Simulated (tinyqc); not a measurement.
One-electron ion in a basis of Gaussians, step by step. Computed by tinyqc, a small Python program that keeps every step. Settings: Z = 6, l = 1. Command: `OMP_NUM_THREADS=1 python tinyqc.py 23615 23616 out.jsonl` (the two numbers bound the seeds that draw the settings). One thread of a shared host (Intel(R) Xeon(R) Processor @ 2.60GHz), about 0.01 s of CPU time with the checks.

## Matrices over normalised Gaussians

exponents of r^l exp(-a r^2) (1/bohr^2): 0.327200  0.482000  0.710200  1.046000  1.542000  2.271000  3.346000

Z = 6

l = 1

With p = a_i + a_j and I(k) = Gamma((k+1)/2) / (2 p^((k+1)/2)): S = I(2l+2), T = (2l+3) a_i a_j S / p, V = -Z I(2l+1), each divided by sqrt(S_ii S_jj).

S, lower triangle:
```
          1         2         3         4         5         6         7
1  1.000000
2  0.954467  1.000000
3  0.832630  0.954414  1.000000
4  0.670150  0.832703  0.954510  1.000000
5  0.503567  0.669828  0.832509  0.954299  1.000000
6  0.358659  0.503663  0.670030  0.832525  0.954520  1.000000
7  0.244984  0.358601  0.503686  0.669871  0.832741  0.954427  1.000000
```

T (hartree), lower triangle:
```
          1         2         3         4         5         6         7
1  0.818000
2  0.930112  1.205000
3  0.932544  1.370205  1.775500
4  0.835128  1.373774  2.018779  2.615000
5  0.679625  1.229855  2.024030  2.973762  3.855000
6  0.512873  1.001308  1.812471  2.981060  4.383183  5.677500
7  0.365092  0.755409  1.475425  2.669049  4.395001  6.455820  8.365000
```

V (hartree), lower triangle:
```
           1          2          3          4          5           6           7
1  -3.651209
2  -3.875286  -4.431529
3  -3.827719  -4.703557  -5.379233
4  -3.544489  -4.645867  -5.709296  -6.528237
5  -3.107424  -4.301137  -5.639069  -6.929176  -7.926332
6  -2.609354  -3.771880  -5.221618  -6.843608  -8.412660   -9.619192
7  -2.119215  -3.166740  -4.578620  -6.336324  -8.309799  -10.209631  -11.675971
```

## Generalised eigenproblem

H = T + V (hartree), lower triangle:
```
           1          2          3          4          5          6          7
1  -2.833209
2  -2.945174  -3.226529
3  -2.895174  -3.333353  -3.603733
4  -2.709362  -3.272092  -3.690516  -3.913237
5  -2.427799  -3.071282  -3.615039  -3.955414  -4.071332
6  -2.096481  -2.770572  -3.409146  -3.862548  -4.029477  -3.941692
7  -1.754123  -2.411330  -3.103195  -3.667276  -3.914798  -3.753811  -3.310971
```

Solve H C = S C e through S^(-1/2); each column has its largest component positive (the first on a tie).

eigenvalues of S: 0.000010  0.000218  0.002871  0.028622  0.227906  1.390005  5.350368

eigenvalues (hartree): -4.441321  -1.971146  -0.827343  0.969260  3.784559  9.222245  16.907237

coefficients:
```
           1          2           3           4           5           6            7
1   0.417132  -2.313365   10.128653   11.977340  -11.358881   -8.353334     6.615127
2  -1.659696   2.461261  -25.507970  -40.126168   47.967211   39.020988   -33.088456
3   3.870151  -1.566100   29.449326   55.397181  -89.375972  -84.854520    81.008701
4  -4.909072  -0.164005  -23.893229  -41.135958   92.373898  107.186176  -124.234908
5   5.174279   1.768347   14.702569   19.395834  -56.565332  -79.066599   124.770496
6  -3.058940  -1.376784   -6.075167   -5.857488   21.888225   29.184365   -76.041420
7   1.306373   0.741539    1.639686    0.299883   -5.220790   -2.957961    21.275850
```

For Z = 6 and l = 1 the exact lowest level is -Z^2/(2 n^2) with n = l + 1: -4.500000 hartree. The basis is nearly linearly dependent, so rounded matrices do not reproduce these digits.
